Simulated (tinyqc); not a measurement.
Hexagonal on-chip spiral inductor, lumped pi model: one step of the calculation.

Outer diameter do = di + 2 n wd + 2 (n - 1) sp, mean da = (do + di)/2, fill p = (do - di)/(do + di), length l = 3.464 n da. L = 2.33 mu0 n^2 da/(1 + 3.82 p), mu0 = 4 pi 1e-7 H/m. Rs = rho l/(wd delta (1 - exp(-th/delta))), delta = sqrt(rho/(pi f mu0)). Cs = n wd^2 eps0 eo/hu across the coil. At each end Cox = l wd eps0 eo/(2 ho) leads to the substrate branch Rsi = 2 rs he/(l wd) in parallel with Csi = l wd eps0 11.7/(2 he). With one end grounded Y = 1/(Rs + i w L) + i w Cs + 1/[1/(i w Cox) + 1/(1/Rsi + i w Csi)], w = 2 pi f; Q = -Im Y/Re Y. Eddy currents in neighbouring turns and in the substrate are left out.

Task. Geometry and model elements. do, l, L, delta, Rs, Cs, Cox, Rsi and Csi as defined.

Parameters, values chosen for the exercise; values of the order met in silicon radio-frequency processes: number of turns n = 3.5; line width wd = 6 um; space between turns sp = 1.5 um; inner diameter di = 140 um; metal thickness th = 0.9 um; metal resistivity rho = 3 uohm cm; oxide below the coil ho = 4.1 um; oxide between coil and underpass hu = 1.1 um; relative permittivity of the oxide eo = 3.9; substrate resistivity rs = 1000 ohm cm; effective spreading depth in the substrate he = 50 um; frequency f = 4.2 GHz.

Constants: eps0 = 8.8541878128e-12 F/m. Results are converted to the units shown.

Find: do; l; L; delta; Rs; Cs; Cox; Rsi; Csi.

Result.

do = 189.5 um
l = 1997 um
L = 3.755 nH
delta = 1.345 um
Rs = 15.22 ohm
Cs = 3.955 fF
Cox = 50.47 fF
Rsi = 8.344e4 ohm
Csi = 12.42 fF

Program tinyqc, `OMP_NUM_THREADS=1 python tinyqc.py 2302154 2302155 out.jsonl`; Intel Xeon 2.30GHz, shared host, one thread, about 0.01 s.
